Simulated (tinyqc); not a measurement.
p-n diode, drift-diffusion by the Gummel loop with Scharfetter-Gummel fluxes: one step of the calculation.

Abrupt junction at x = 0, p side from -Lp, n side to Ln, ohmic contacts. psi is counted from the intrinsic level; n = ni exp((psi - phin)/Vt), p = ni exp((phip - psi)/Vt). Contacts: p side psi = V - Vt ln(Na/ni), p = Na, n = ni^2/Na; n side psi = Vt ln(Nd/ni), n = Nd, p = ni^2/Nd. Constant mobilities, D = mu Vt, Boltzmann statistics, SRH recombination through a mid-gap level, U = (n p - ni^2)/(tp (n + ni) + tn (p + ni)). Current is positive from the p contact to the n contact.

Problem. Poisson equation. With phin and phip held, solve a_i (psi_(i+1) - psi_i) - a_(i-1) (psi_i - psi_(i-1)) + q w_i (p_i - n_i + C_i) = 0 for the inner nodes by Newton steps to convergence; a_i = eps0 eps_r/h_i, h_i = x_(i+1) - x_i, w_i = (h_(i-1) + h_i)/2, C = -Na or +Nd.

Values chosen for this exercise; band and dielectric values close to those of silicon:
```
symbol,value,unit,meaning
T,350,K,temperature
eps_r,11.9,,relative permittivity
Na,9.7e16,cm^-3,acceptor density of the p side
Nd,4.3e16,cm^-3,donor density of the n side
V,0.27,V,bias of the p contact
```

Constants: q = 1.602176634e-19 C, kB = 1.380649e-23 J/K, Vt = kB T/q, eps0 = 8.8541878128e-14 F/cm where lengths are in cm. Results are converted to the units shown.

```
node  x (nm)  phin after round 1 (V)  phip after round 1 (V)
0      -5000              0.27000000              0.27000000
1      -2050              0.01582372              0.26999997
2       -822              0.00519605              0.26999996
3       -315              0.00167899              0.26999995
4       -105              0.00034015              0.26999995
5        -18              0.00001009              0.26999995
6         18              0.00000004              0.26999968
7       68.3              0.00000000              0.26986203
8        138              0.00000000              0.26789741
9        236              0.00000000              0.26249272
10       373              0.00000000              0.25334935
11       564              0.00000000              0.23576582
12       830              0.00000000              0.00000000
```

ni = 2.4830762e11 cm^-3

Find: psi; n after Poisson; p after Poisson.

Solution.

```
node  psi (V)  n after Poisson (cm^-3)  p after Poisson (cm^-3)
0     -0.1183                  6.356e5                 9.700e16
1     -0.1183                  2.905e9                 9.700e16
2     -0.1183                  4.133e9                 9.700e16
3     -0.1183                  4.644e9                 9.700e16
4     -0.1178                  4.937e9                 9.538e16
5     -0.0858                 1.445e10                 3.295e16
6      0.1431                 2.859e13                 1.666e13
7      0.3211                 1.044e16                 4.539e10
8      0.3607                 3.879e16                 1.145e10
9      0.3637                 4.283e16                  8.668e9
10     0.3638                 4.300e16                  6.377e9
11     0.3638                 4.300e16                  3.560e9
12     0.3638                 4.300e16                  1.434e6
```

Program tinyqc, `OMP_NUM_THREADS=1 python tinyqc.py 2240116 2240117 out.jsonl`; Intel Xeon 2.30GHz, shared host, one thread, about 0.2 s.
